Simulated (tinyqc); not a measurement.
Inside a calculation. Method: Hubbard chain of 6 sites. Computed by tinyqc, a small Python program that keeps every step. Settings: hopping = 1.07, U = 6.0, mixing = 1, iteration cap = 64. Command: `OMP_NUM_THREADS=1 python tinyqc.py 30161 30162 out.jsonl` (the two numbers bound the seeds that draw the settings). One thread of a shared host (Intel(R) Xeon(R) Processor @ 2.60GHz), about 0.2 s of CPU time with the checks. Later iterations appear only in the table of the cycle.

## Mean-field iteration 1

one-body matrix (hopping and site energies) (eV):
```
           1          2          3          4          5          6
1  -0.640000  -1.070000   0.000000   0.000000   0.000000   0.000000
2  -1.070000  -0.350000  -1.070000   0.000000   0.000000   0.000000
3   0.000000  -1.070000  -0.920000  -1.070000   0.000000   0.000000
4   0.000000   0.000000  -1.070000   0.210000  -1.070000   0.000000
5   0.000000   0.000000   0.000000  -1.070000  -0.740000  -1.070000
6   0.000000   0.000000   0.000000   0.000000  -1.070000  -0.850000
```

U = 6.000000 eV

electrons, up and down: 3  3

mixing = 1

n(up) at the start (a guess, not normalised): 1 0.800000, 2 0.200000, 3 0.800000, 4 0.200000, 5 0.800000, 6 0.200000

n(down) at the start (a guess): 1 0.200000, 2 0.800000, 3 0.200000, 4 0.800000, 5 0.200000, 6 0.800000

H(up) = T + U n(down), H(down) = T + U n(up); fill the lowest levels; n(new) = n + mixing (n(out) - n); E = tr T (rho up + rho down) + U sum n_up n_down of the output.

levels, up (eV): -0.376175  0.040723  0.420607  4.186060  4.879972  5.558812

levels, down (eV): -0.050116  0.180291  0.964564  4.097547  4.562681  4.955033

energy = -4.978612 eV

n(up) after iteration 1: 1 0.945731, 2 0.096350, 3 0.922079, 4 0.071733, 5 0.898923, 6 0.065184

n(down) after iteration 1: 1 0.067983, 2 0.872488, 3 0.141005, 4 0.845893, 5 0.128189, 6 0.944441

## Mean-field iteration 2

As before.

levels, up (eV): -0.719669  -0.417775  -0.161268  4.964508  5.243873  5.800330

levels, down (eV): -0.724909  -0.306167  0.300969  4.794884  5.188458  5.456765

energy = -5.157232 eV

n(up) after iteration 2: 1 0.964949, 2 0.068578, 3 0.936804, 4 0.059818, 5 0.930283, 6 0.039568

n(down) after iteration 2: 1 0.038676, 2 0.921961, 3 0.085479, 4 0.908282, 5 0.079966, 6 0.965637

## Mean-field iteration 3

As before.

levels, up (eV): -0.954864  -0.629008  -0.425718  5.105865  5.510853  6.102871

levels, down (eV): -0.856586  -0.438346  0.222754  4.910470  5.322738  5.548970

energy = -5.168815 eV

n(up) after iteration 3: 1 0.969622, 2 0.058330, 3 0.947603, 4 0.049544, 5 0.940260, 6 0.034639

n(down) after iteration 3: 1 0.035291, 2 0.928370, 3 0.080295, 4 0.914218, 5 0.072762, 6 0.969064

## Convergence

Each step fills the lowest levels of T + U n(other spin) and sets n(new) = n + mixing (n(out) - n); stop when output and input agree to 1e-8.

Course of the cycle:

| iteration | E (eV) | largest \|n(out) - n(in)\| | mean \|n_up - n_down\| |
|---|---|---|---|
| 1 | -4.97861200 | 1.46e-01 | 0.809852 |
| 2 | -5.15723153 | 6.24e-02 | 0.875972 |
| 3 | -5.16881453 | 1.08e-02 | 0.889713 |
| 4 | -5.16935875 | 3.39e-03 | 0.892775 |
| 5 | -5.16938210 | 4.95e-04 | 0.893353 |
| 6 | -5.16938309 | 1.48e-04 | 0.893480 |
| 7 | -5.16938313 | 2.11e-05 | 0.893504 |
| 8 | -5.16938313 | 6.31e-06 | 0.893509 |
| 9 | -5.16938313 | 8.88e-07 | 0.893510 |
| 10 | -5.16938313 | 2.67e-07 | 0.893510 |
| 11 | -5.16938313 | 3.73e-08 | 0.893510 |
| 12 | -5.16938313 | 1.13e-08 | 0.893510 |
| 13 | -5.16938313 | 1.57e-09 | 0.893510 |

local moments n_up - n_down: 1 0.936152, 2 -0.874240, 3 0.872408, 4 -0.870030, 5 0.871971, 6 -0.936261

Converged in 13 iterations. Before convergence this energy mixes input and output and is not variational, so it may rise towards its limit.

## Exact diagonalisation (400 states)

Lowest levels of the sector, and the double occupancy of the lowest state.

lowest levels (eV): -5.878125  -5.540285  -5.155479  -5.006093  -4.875494  -4.777908

double occupancy per site = 0.059187

The mean-field solution above lies 0.7087 eV above the exact energy.

## The lowest level by Lanczos steps

From a random start vector (not printed): a_j = <q_j|H|q_j>, b_j = norm of the remainder after orthogonalising; the Ritz value is the lowest eigenvalue of the tridiagonal matrix of a and b so far.

Lanczos:

| j | a_j (eV) | b_j (eV) | lowest Ritz value (eV) |
|---|---|---|---|
| 1 | 3.130655 | 5.496284 | 3.13065517 |
| 2 | 4.487607 | 5.877351 | -1.72887069 |
| 3 | 4.708898 | 6.722535 | -3.86238930 |
| 4 | 6.237760 | 5.477034 | -5.10533243 |
| 5 | 5.849859 | 5.489913 | -5.53013805 |
| 6 | 7.298473 | 6.462675 | -5.66481100 |
| 7 | 5.748891 | 6.484158 | -5.73823000 |
| 8 | 5.231571 | 5.267296 | -5.80957033 |
| 9 | 6.744872 | 4.886878 | -5.85195433 |
| 10 | 6.246024 | 5.809498 | -5.86546215 |
